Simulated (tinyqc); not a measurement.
## Doping and flat-band voltage from the body effect

Inverse problem. VT = Vfb + 2 phiF + gamma sqrt(2 phiF + Vsb), phiF = Vt ln(Na/ni), gamma = sqrt(2 q eps0 eps_r Na)/Cox, Cox = eps0 eox/tox. Find Na, gamma and Vfb from two thresholds.

Values chosen for this exercise; material values close to those of silicon:
- T = 300 K (temperature)
- eps_r = 11.8 (relative permittivity of the semiconductor)
- eox = 25.8 (relative permittivity of the gate insulator)
- tox = 180 nm (insulator thickness)

Constants: q = 1.602176634e-19 C, kB = 1.380649e-23 J/K, Vt = kB T/q, eps0 = 8.8541878128e-14 F/cm where lengths are in cm. Results are converted to the units shown.

VT at Vsb = 0 and 1.3 V (V): [2.7810361, 4.2203036]
ni = 8.7518216e9 cm^-3

Solution. The difference of the thresholds, gamma [sqrt(2 phiF + Vsb) - sqrt(2 phiF)], holds no Vfb and rises with Na, so it has one root; Vfb then follows from the first threshold.

Na = 3.500e17 cm^-3
gamma = 2.697 V^0.5
Vfb = -0.6900 V

tinyqc, about 0.03 s, one thread, Intel Xeon 2.30GHz (shared host): `OMP_NUM_THREADS=1 python tinyqc.py 2360047 2360048 out.jsonl`
